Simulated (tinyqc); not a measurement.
## Undoped symmetric double-gate MOSFET, analytic potential model: transfer curve and volume inversion

An undoped body of thickness ts between two equal insulators and tied gates; long channel, electrons only, n = ni exp((psi - V)/Vt) with V the quasi-Fermi potential (0 at the source, Vd at the drain), constant mobility, no quantisation. Across the body psi(x) = V - 2 Vt ln[(ts/(2 beta)) sqrt(q ni/(2 eps0 eps_r Vt)) cos(2 beta x/ts)], x from the centre. Q is the electron charge per area of the whole body.

ni = sqrt(Nc Nv) exp(-Eg/(2 Vt)), Eg in volts; r = eps_r tox/(eox ts); V0 = dphi + 2 Vt ln[(2/ts) sqrt(2 eps0 eps_r Vt/(q ni))]. beta (between 0 and pi/2) solves (Vg - V0 - V)/(2 Vt) = ln(beta) - ln(cos beta) + 2 r beta tan(beta). Q = 8 eps0 eps_r Vt beta tan(beta)/ts; I = mu (1/L)(4 eps0 eps_r/ts)(2 Vt)^2 [g(beta_s) - g(beta_d)] per width, g = beta tan(beta) - beta^2/2 + r beta^2 tan^2(beta), with beta_s at V = 0 and beta_d at V = Vd. The drop is psi(surface) - psi(centre) at the source end; C = dQs/dVg, Cg = 2 eps0 eox/tox; gm = dI/dVg.

Values chosen for this exercise; material values close to those of silicon: temperature T = 300 K; band gap Eg = 1.14 eV; relative permittivity of the semiconductor eps_r = 11.6; conduction-band density of states at T Nc = 2.84e19 cm^-3; valence-band density of states at T Nv = 2.6e19 cm^-3; relative permittivity of the gate insulator eox = 21.9; insulator thickness tox = 13 nm; body thickness ts = 20 nm; gate work function less that of the intrinsic body dphi = 0.04 V; channel mobility mu = 140 cm^2/(V s); gate length L = 0.5 um; drain voltage Vd = 0.8 V.

Constants: q = 1.602176634e-19 C, kB = 1.380649e-23 J/K, Vt = kB T/q, eps0 = 8.8541878128e-14 F/cm where lengths are in cm. Results are converted to the units shown.

Results:
```
Vg (V)  Qs (nC/cm^2)  drop (mV)       C/Cg  I (uA/um)  gm/I (1/V)
0.2        0.0011277  2.7448e-4  1.4622e-5  8.1628e-6      38.681
0.43          7.1822     1.7287   0.081907   0.055561      36.195
0.54          97.657     20.562    0.46885     1.3265      20.613
0.65          290.88     48.392    0.68123     7.1335      11.417
0.76          533.30     71.001    0.78519     19.739      7.5649
0.88          826.40     89.737    0.84639     42.521      5.4418
0.99          1110.0     103.17    0.87981     72.314      4.2980
1.1           1402.6     114.16    0.90193     110.99      3.5383
```

Estimate the missing row, Vg = 0.31 V.

Computed row:
```
Vg (V)  Qs (nC/cm^2)  drop (mV)       C/Cg  I (uA/um)  gm/I (1/V)
0.31        0.079331   0.019307  0.0010271  5.7468e-4      38.652
```

With this row back in the table: The current rises from 8.16e-6 to 111 uA/um. In the first row gm/I is 38.7 1/V, within 0.01 % of 1/Vt: with no depletion charge the whole body follows the gate, and the swing is ideal. The drop between surface and centre goes from 2.7e-4 to 114 mV and passes Vt at Vg = 0.65 V among the rows; below that the density varies across the body by less than a factor of e (volume inversion). C reaches 0.90 of Cg in the last row. For Vg = 0.76 to 1.1 V the surface density at the source passes 0.3 Nc, where Boltzmann statistics fail.

Computed by the program tinyqc: `OMP_NUM_THREADS=1 python tinyqc.py 2440120 2440121 out.jsonl`, one thread of a shared Intel Xeon 2.30GHz, about 0.03 s for the whole run.
